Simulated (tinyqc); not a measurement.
## FinFET, parasitic resistance, capacitance and delay: effect of the contacted gate pitch

Nf fins under one contact; each has gated perimeter p = 2 Hf + Wf and cross-section A = Hf Wf; contact width Wc = Nf pf, stack height Hs = Hf. Contact length Lc = CPP - Lg - 2 Lsp, shared by two neighbouring gates. Source and drain sides are equal. The formulas are first-order estimates, not field solutions.

Epitaxy sheet resistance Rsh = re/te, transfer length LT = sqrt(rc/Rsh), contact Rc = [sqrt(rc Rsh)/Wc] coth(Lc/(2 LT)); extension of one fin Rx = rx Lsp/A. With N fins: gate Cg = Cinv p N Lg; per side, plate Cp = ks eps0 [Wc (Hs + Hc) - N A]/Lsp, top fringe Cf = (2/pi) ks eps0 Wc ln(1 + Lg/(2 Lsp)), overlap Co = Cinv p N Lov. One fin: I = p Q vx u/(1 + |u|^1.8)^(1/1.8), Q = Cinv n Vt ln(1 + exp((Vg' - VT + dl Vd')/(n Vt))), u = Vd' mu/(vx Lg), Vg' = Vgs - v, Vd' = Vds - 2 v, with the drop on each side v = Rc (sum of I) + Rx I. Ieff = [I(Vgs = Vdd, Vds = Vdd/2) + I(Vdd/2, Vdd)]/2, total currents. With Cs = Cp + Cf + Co, the load of an inverter of two such devices driving an equal one is CL = 2 (Cg + 2 Cs) + 4 Cs + Cw (own drains counted twice for the Miller effect); delay CL Vdd/(2 Ieff).

Inputs (values chosen for the exercise); values close to those of silicon logic devices:
```
symbol    value        unit                                  meaning
T           300           K                              temperature
Nf            2                                       number of fins
Hf           55          nm                               fin height
Wf            8          nm                                fin width
pf           34          nm                                fin pitch
Lg           18          nm                              gate length
Lsp           5          nm                            spacer length
ks          5.5                  relative permittivity of the spacer
Hc           30          nm      gate height above the channel stack
rc        9e-10    ohm cm^2                      contact resistivity
re      0.00054      ohm cm  resistivity of the source-drain epitaxy
te           25          nm    current-carrying depth of the epitaxy
rx      0.00048      ohm cm             resistivity of the extension
Lov           2          nm                             gate overlap
Cinv        2.4     uF/cm^2                    inversion capacitance
vx        1.6e7        cm/s                       injection velocity
mu          310  cm^2/(V s)                        apparent mobility
VT         0.29           V          threshold at zero drain voltage
dl        0.062         V/V                         barrier lowering
n           1.2                                  subthreshold factor
Cw         0.27          fF                                wire load
Vdd        0.75           V                           supply voltage
```

Constants: q = 1.602176634e-19 C, kB = 1.380649e-23 J/K, eps0 = 8.8541878128e-12 F/m, Vt = kB T/q. Results are converted to the units shown.

The same in every row: Rx/N (ohm) = 27.27; CL (aF) = 963.7.

Result of one run:
```
CPP (nm),Rc (ohm),Ieff (uA),delay (ps)
72,81.83,238.9,1.512
```

What becomes of these results when the contacted gate pitch CPP is changed from 72 to 36 nm, all else the same?

Result of the changed run:
```
CPP (nm),Rc (ohm),Ieff (uA),delay (ps)
36,335.1,185.2,1.951
```

The whole series:
```
CPP (nm),Rc (ohm),Ieff (uA),delay (ps)
36,335.1,185.2,1.951
42,196.4,212.5,1.701
48,142.8,224.4,1.611
54,115.2,230.8,1.566
60,99.01,234.7,1.540
66,88.70,237.2,1.523
72,81.83,238.9,1.512
78,77.09,240.1,1.505
```

As CPP goes from 36 to 78 nm, Ieff rises from 185 to 240 uA, CL stays at 964 aF and the delay falls from 1.95 to 1.50 ps. Only the contact length changes, so the capacitance stays and the pitch acts through Rc.

tinyqc, about 0.04 s, one thread, Intel Xeon 2.30GHz (shared host): `OMP_NUM_THREADS=1 python tinyqc.py 2170170 2170171 out.jsonl`
